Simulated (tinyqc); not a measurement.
Worked calculation: donors on two lattice sites with valley-orbit split states. Values are carried at full precision from step to step, so a last printed digit may differ when a step is redone from the rounded ones.

Each donor binds at most one electron, in any of its states. For a site s, W_s = sum over its states of g exp(E/kT), and the ionised share is 1/(1 + W_s exp(eta)), eta = (EF - Ec)/kT; n = Nc F_1/2(eta); neutrality n + NA = ND x (mean ionised share, the two sites in equal numbers); holes are neglected. Nc from N = 2 (m kB T/(4 pi c))^(3/2) with c = hbar^2/2m0, in 1/angstrom^3; times 1e24 for 1/cm^3, m = md. F_j(eta) = (1/Gamma(j + 1)) integral_0^infinity x^j dx/(1 + exp(x - eta)), which tends to exp(eta) for eta << 0.

Constants: hbar^2/2m0 = 3.80998211 eV angstrom^2; kB = 8.617333262e-05 eV/K.

Values chosen for the exercise (near those of nitrogen in 4H-SiC; shifted at random, so the results belong to these values and not to a real crystal): md = 0.833 m0 (density-of-states mass of the conduction band); E = (59.5, 51.7, 117.5, 68) meV (binding energies of h ground, h excited, k ground, k excited); g = (2, 4, 2, 4) (their degeneracies with spin); T = 400 K; ND = 6.2e+15 1/cm^3 (donors, half on each site); NA = 0 1/cm^3 (compensating acceptors, all ionised); mu0 = 37 cm^2/(V s) (mobility at heavy doping); mu1 = 911 cm^2/(V s) (mobility at light doping and 300 K); Nr = 1.8e+17 1/cm^3 (reference doping); de = 0.61 (doping exponent); ga = 2.4 (temperature exponent).

## Partition sums of the neutral donor

Give each term g exp(E/kT), W_s, and the effective degeneracy W_s exp(-E_ground/kT).

Nc = 2.9373e+19 1/cm^3

terms: h ground 11.24, h excited 17.92, k ground 60.46, k excited 28.76

W_s: h 29.163, k 89.222

effective degeneracy: h 5.190, k 2.951

The ground state alone would give 2 and all states together 6 on each site; here the excited states hold 61 % and 32 % of the bound electrons on the h and k sites.

## Neutrality

Solve for eta.

eta = -8.475
n = 6.12e+15 1/cm^3

ionised share: h 0.994, k 0.982

n is 0.988 of ND - NA. The deeper k site is ionised 0.99 times as much as the h site.

## Mobility and resistivity

Mobility (Caughey-Thomas form): mu = mu0 + (mu1 (T/300)^(-ga) - mu0)/(1 + ((ND + NA)/Nr)^de); rho = 1/(e n mu), e = 1.602176634e-19 C.

Compare with full ionisation, n = ND - NA.

mu = 409.1 cm^2/(V s)
rho = 2.49 ohm cm
rho at full ionisation = 2.46 ohm cm

Incomplete ionisation raises rho by a factor 1.01.

## Checks

- n + NA against ND times the mean ionised share (1/cm^3): both 6.125e+15.

Run: tinyqc, `OMP_NUM_THREADS=1 python tinyqc.py 1651635 1651636 out.jsonl`; Intel(R) Xeon(R) Processor @ 2.30GHz, one thread, shared host; about 0.01 s of CPU time with all checks.
